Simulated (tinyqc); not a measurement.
## Charge needed for a dipole step

Two sheets of opposite charge dd apart with permittivity ei give the step D = q N dd/(eps0 ei).

Values chosen for this exercise:

| symbol | value | unit | meaning |
|---|---|---|---|
| ei | 7 |  | relative permittivity inside the dipole layer |
| dd | 0.3 | nm | thickness of the dipole layer |

Constants: q = 1.602176634e-19 C, eps0 = 8.8541878128e-14 F/cm where lengths are in cm. Results are converted to the units shown.

Result of one run:
```
N (cm^-2)    D (V)  field (MV/cm)  moment (debye/nm^2, 1 D = 3.33564e-30 C m)
1.1e14     0.85306         28.435                                      15.851
```

What becomes of these results when the charge in each sheet N is changed from 1.1e14 to 4.5e13 cm^-2, all else the same?

Result of the changed run:
```
N (cm^-2)    D (V)  field (MV/cm)  moment (debye/nm^2, 1 D = 3.33564e-30 C m)
4.5e13     0.34898         11.633                                      6.4843
```

The whole series:
```
N (cm^-2)      D (V)  field (MV/cm)  moment (debye/nm^2, 1 D = 3.33564e-30 C m)
1e12       0.0077551        0.25850                                     0.14410
2.7e12      0.020939        0.69795                                     0.38906
6.8e12      0.052734         1.7578                                     0.97985
1.7e13       0.13184         4.3945                                      2.4496
4.5e13       0.34898         11.633                                      6.4843
1.1e14       0.85306         28.435                                      15.851
2.9e14        2.2490         74.966                                      41.788
```

D is proportional to N, 0.1 V for 1.29e13 cm^-2. The same sheet as an uncompensated charge under 1 nm of a dielectric of permittivity 3.9 would shift the flat band by 0.598 V, and that shift would grow with thickness, which a dipole step does not. For N = 1.1e14, 2.9e14 the field exceeds 20 MV/cm; it acts over one bond length, where the sheet picture is only a bookkeeping device.

Computed by the program tinyqc: `OMP_NUM_THREADS=1 python tinyqc.py 2410155 2410156 out.jsonl`, one thread of a shared Intel Xeon 2.30GHz, about 0.01 s for the whole run.
